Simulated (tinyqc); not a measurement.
# Read current of a NAND string, cells in series solved by shooting, step by step

Computed by the program tinyqc: `OMP_NUM_THREADS=1 python tinyqc.py 2142022 2142023 out.jsonl`, one thread of a shared Intel Xeon 2.30GHz, about 1 s for the whole run. Printed values are rounded.

Cells in series, numbered from 0 at the source line (0 V) to the bit line, each followed by a gap resistance Rg. A cell with gate Vg, threshold VT, source Vs and drain Vd passes I = 2 nf K Vt^2 [F(Vs) - F(Vd)]/(1 + th max(Vg - VT, 0)), F(V) = ln^2(1 + exp((Vg - VT - nf V)/(2 nf Vt))). The selected cell has Vg = Vr, the others Vg = Vp.

Parameters, values chosen for the exercise; values of the order met in vertical NAND strings: temperature T = 300 K; gain factor of a cell K = 17 uA/V^2; slope factor nf = 1.4; mobility reduction factor th = 0.18 1/V; resistance of the gap between cells Rg = 3.1 kohm; bit-line voltage Vbl = 0.7 V; pass voltage Vp = 5.9 V; read voltage on the selected word line Vr = 4.01 V.

Constants: q = 1.602176634e-19 C, kB = 1.380649e-23 J/K, Vt = kB T/q. Results are converted to the units shown.

## Step 1: node voltages for a trial current

first trial current = 2.3 uA
thresholds from the source end, cell 0 to 5 (V): -1.5  2.6  3.7  -1.5  -1.5  3.7

For a trial current I start at 0 V and, cell by cell (the selected one is cell 1), solve for the drain: sqrt(F(Vd)) = sqrt(F(Vs) - I/k), k = 2 nf K Vt^2/(1 + th max(Vg - VT, 0)), Vd = [Vg - VT - 2 nf Vt ln(exp(sqrt F) - 1)]/nf, then add I Rg.

node voltage after each cell and gap, trial 1, cell 0 to 5 (V): 0.0499393  0.193354  0.302128  0.354686  0.407733  0.537226

## Step 2: node voltages for a trial current

second trial current = 2.5 uA

As before.

node voltage after each cell and gap, trial 2, cell 0 to 5 (V): 0.0542984  0.212080  0.332362  0.389814  0.447856  0.594730

## Course of the secant iteration

Secant steps on the end voltage less Vbl, from the two trials; a trial above the saturation current of a cell has no solution and is moved halfway to the previous trial. Stop below 1e-9 V.

Course of the iteration:
```
iteration   I (uA)  end voltage - Vbl (V)  halvings
1          2.86613                8.03e-3         0
2          2.84018               -4.02e-4         0
3          2.84142               -1.55e-6         0
4          2.84142               3.00e-10         0
```

Converged in 4 iterations to I = 2.8414 uA. The selected cell takes 24.9 % of the bit-line voltage and the gaps together 7.55 %.
